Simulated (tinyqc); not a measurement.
Heisenberg spin cluster by exact diagonalisation: multiplets, susceptibility, level crossings. Changing the field B. Computed by tinyqc, a small Python program. Command: `OMP_NUM_THREADS=1 python tinyqc.py 3030967 3030968 out.jsonl spincl sweep`. One thread of a shared host (Intel(R) Xeon(R) Processor @ 2.30GHz), about 0.01 s of CPU time with the checks.

H = J1 sum S_i.S_j over the bonds 1-2, 2-3, 3-4, 4-1 + J2 sum over 1-3, 2-4 - g mu_B B S_z; J > 0 is antiferromagnetic.

Inputs (values chosen for the exercise, for a model cluster):
```
quantity       value  unit
exchange J1    -3.67   meV
exchange J2     0.44   meV
g factor        2.12     -
temperature T     45     K
```

Cluster: square with diagonals J2. Spin s of each site: 0.5.

Constants: k_B = 8.617333262e-05 eV/K; mu_B = 5.7883818060e-05 eV/T.

Method. Every multiplet has one member in the block S_z = 0; diagonalise it and read the total spin from <S^2> = S (S + 1). Each multiplet splits as E - g mu_B B m; <S_z> is the Boltzmann mean. The first level crossing is at the smallest (E_S - E_0)/(g mu_B (S - S_0)) over higher spins (0 if the ground state has the highest spin).

One run for each value:
```
field B (T)  <S_z>  first crossing field (T)
1.8          0.080                         0
3.1          0.137                         0
5.3          0.233                         0
9.1          0.396                         0
15.0         0.636                         0
26.0         1.020                         0
45.0         1.471                         0
76.0         1.810                         0
130.0        1.967                         0
220.0        1.998                         0
```

Describe and explain the trends.

Over the rows, <S_z> rises from 0.0796 to 2.00 (exponent d ln y / d ln x 1.00 between the first rows and 0.030 between the last). At small field <S_z> is linear in B; any level crossing is rounded over k_B T/(g mu_B) = 32 T.

Extremes, crossings and ranges named in words are read from the listed rows.
